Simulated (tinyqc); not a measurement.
The Goldsmid-Sharp estimate against doping: two-band model of a narrow-gap semiconductor with electrons and holes. Computed by tinyqc, a small Python program. Command: `OMP_NUM_THREADS=1 python tinyqc.py 3012841 3012842 out.jsonl bipolar sweep`. One thread of a shared host (Intel(R) Xeon(R) Processor @ 2.30GHz), about 0.2 s of CPU time with the checks.

Two parabolic bands with acoustic scattering (r = -1/2, a = 0), a gap that does not change with T, and fully ionised dopants. Melting is ignored, so values above the melting point are formal, and kappa_L does not change with T. eta_n = (E_F - E_c)/(k_B T), eta_p = -eta_n - E_g/(k_B T).

Inputs (values chosen for the exercise, modelled on InAs):
```
quantity                              value        unit
electron mass m_n                     0.025         m_0
hole mass m_p                          0.43         m_0
electron mobility parameter mu_300,n  27000  cm^2/(V s)
hole mobility parameter mu_300,p        410  cm^2/(V s)
temperature exponent p                  1.5           -
band gap E_g                           0.36          eV
lattice thermal conductivity kappa_L     21     W/(m K)
```

Doping: p-type.

Constants: k_B = 8.617333262e-05 eV/K; m_0 = 9.1093837015e-31 kg; k_B = 1.380649e-23 J/K; hbar = 1.054571817e-34 J s; e = 1.602176634e-19 C.

Method:
- With x = E/(k_B T), a = alpha k_B T (0 for a parabolic band), G = x (1 + a x), D = 1 + 2 a x and <y> = int y f (1 - f) dx, f = 1/(1 + exp(x - eta)): tau = tau_0 G^r/D; transport function s = G^(3/2 + r)/D^2; n = N_0 <G^(3/2)> with N_0 = (2 m k_B T)^(3/2)/(3 pi^2 hbar^3).
- Integrals over x = E/(k_B T) use 160 Gauss-Legendre points in u = sqrt(x) from 0 to sqrt(max(eta, 0) + 32).
- sigma = e mu_0 N_0 <s> with mu_0 = e tau_0/m = mu_300 (T/300 K)^(-p); |S| = (k_B/e)(<x s>/<s> - eta); Lorenz number L = (k_B/e)^2 (<x^2 s>/<s> - (<x s>/<s>)^2); kappa_e = L sigma T; zT = S^2 sigma T/(kappa_L + kappa_e).
- Neutrality: p - n = N, with n = N_0(m_n) <x^(3/2)> at eta_n and p = N_0(m_p) <x^(3/2)> at eta_p.
- Both bands together (these totals replace the one-band zT): sigma = sigma_n + sigma_p; S = (sigma_p |S_p| - sigma_n |S_n|)/sigma; kappa_bip = (sigma_n sigma_p/sigma)(|S_n| + |S_p|)^2 T; kappa_e = (L_n sigma_n + L_p sigma_p) T; zT = S^2 sigma T/(kappa_L + kappa_e + kappa_bip); weak-field R_H = (r_p sigma_p^2/p - r_n sigma_n^2/n)/(e sigma^2), where the Hall factors r_n and r_p are <x^(3/2)> <x^(1/2)>/<s>^2.
- T_max maximises |S| of the majority sign between 150 and 1200 K; the Goldsmid-Sharp estimate is E_g = 2 e |S_max| T_max.

One run for each value:
```
net doping N (1/cm^3)  T_max (K)  |S_max| (microvolt/K)  estimate over true gap
2.90e+16                  261.38                 621.17                 0.90202
6.20e+16                  286.44                 566.99                 0.90228
1.30e+17                  315.64                 515.17                 0.90340
2.90e+17                  354.32                 460.32                 0.90610
6.20e+17                  400.01                 409.90                 0.91093
1.30e+18                  456.27                 362.56                 0.91903
2.90e+18                  535.85                 313.76                 0.93405
```

Describe the trends.

Over the rows, T_max (K) rises from 261 to 536 (exponent d ln y / d ln x 0.12 between the first rows and 0.20 between the last); |S_max| (microvolt/K) falls from 621 to 314 (exponent d ln y / d ln x -0.12 between the first rows and -0.18 between the last); estimate over true gap rises from 0.902 to 0.934 (exponent d ln y / d ln x 3.8e-4 between the first rows and 0.020 between the last).

Extremes, crossings and ranges named in words are read from the listed rows.
